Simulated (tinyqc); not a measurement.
# Biaxially strained (001) channel, valley splitting in an inversion layer: effects of single changes

A thin layer grown on a relaxed buffer is stretched in the plane. The two valleys with their long axis along the growth direction (D2) sink against the four in-plane ones (D4); confinement in a triangular well splits them too. Only the lowest subband of each set is kept; one relaxation time, so the weakening of intervalley scattering is left out.

Parameters, values chosen for the exercise; values close to those of silicon on relaxed silicon-germanium:
- T = 300 K (temperature)
- x = 0.38 (germanium share of the relaxed buffer)
- b1 = 0.0418 (lattice mismatch per unit x)
- c11 = 170 GPa (elastic constant)
- c12 = 64.9 GPa (elastic constant)
- Xu = 8.91 eV (shear deformation potential)
- ml = 0.921 m0 (longitudinal mass)
- mt = 0.188 m0 (transverse mass)
- F = 0.72 MV/cm (confining field)
- Ns = 9e12 cm^-2 (inversion density)

Constants: q = 1.602176634e-19 C, kB = 1.380649e-23 J/K, hbar = 1.054571817e-34 J s, m0 = 9.1093837015e-31 kg, Vt = kB T/q, hbar^2/(2 m0) = 0.0380998212 eV nm^2. Results are converted to the units shown.

Each table varies one quantity; the others keep the values above.

## Effect of the confining field

e_par = b1 x, e_perp = -2 (c12/c11) e_par, splitting D = Xu (e_par - e_perp), in-plane stress (c11 + c12 - 2 c12^2/c11) e_par. Levels E(m) = 2.33811 (hbar^2 q^2 F^2/(2 m))^(1/3): E2 = E(ml), E4 = E(mt) + D; N2 = 2 mt kB T/(pi hbar^2), N4 = 4 sqrt(mt ml) kB T/(pi hbar^2). EF solves Ns = N2 ln(1 + exp((EF - E2)/Vt)) + N4 ln(1 + exp((EF - E4)/Vt)); f2 is the share in D2, and 1/mc = f2/mt + (1 - f2)(1/mt + 1/ml)/2. The gain is mc(x = 0)/mc.

The same in every row: D (meV) = 249.6.

Result of one run:
```
F (MV/cm),f2 without strain,f2,mc (m0),gain
1.5,0.9686,1.000,0.1880,1.013
```

What becomes of these results when the confining field F is changed from 1.5 to 0.3 MV/cm, all else the same?

Result of the changed run:
```
F (MV/cm),f2 without strain,f2,mc (m0),gain
0.3,0.5259,0.9999,0.1880,1.232
```

The whole series:
```
F (MV/cm),f2 without strain,f2,mc (m0),gain
0.1,0.3332,0.9996,0.1880,1.361
0.3,0.5259,0.9999,0.1880,1.232
0.5,0.6732,0.9999,0.1880,1.149
0.7,0.7835,1.000,0.1880,1.094
0.9,0.8619,1.000,0.1880,1.058
1.1,0.9145,1.000,0.1880,1.035
1.3,0.9480,1.000,0.1880,1.021
1.5,0.9686,1.000,0.1880,1.013
```

As F goes from 0.1 to 1.5 MV/cm, f2 stays near 1.00 (without strain: it rises from 0.333 to 0.969) and the gain falls from 1.36 to 1.01. Strong confinement already empties D4, so strain has less to move. For F = 0.1 to 0.7 MV/cm the second D2 subband, left out here, lies within 2 Vt of EF or below it.

## Effect of the inversion density

Same model as above.

The same in every row: D (meV) = 249.6.

Effect of the inversion density:
```
Ns (cm^-2),f2 without strain,f2,mc (m0),gain
2e11,0.9065,1.000,0.1880,1.039
3.9e11,0.9047,1.000,0.1880,1.039
7.5e11,0.9012,1.000,0.1880,1.041
1.4e12,0.8946,1.000,0.1880,1.044
2.8e12,0.8791,1.000,0.1880,1.051
5.4e12,0.8458,1.000,0.1880,1.065
1e13,0.7773,1.000,0.1880,1.097
2e13,0.6358,0.9998,0.1880,1.169
```

What does the table show?

As Ns goes from 2e11 to 2e13 cm^-2, f2 stays near 1.00 (without strain: it falls from 0.906 to 0.636) and the gain rises from 1.04 to 1.17. For Ns = 1e13 to 2e13 cm^-2 the second D2 subband, left out here, lies within 2 Vt of EF or below it.

Computed by the program tinyqc: `OMP_NUM_THREADS=1 python tinyqc.py 2530106 2530107 out.jsonl`, one thread of a shared Intel Xeon 2.30GHz, about 0.01 s for the whole run.
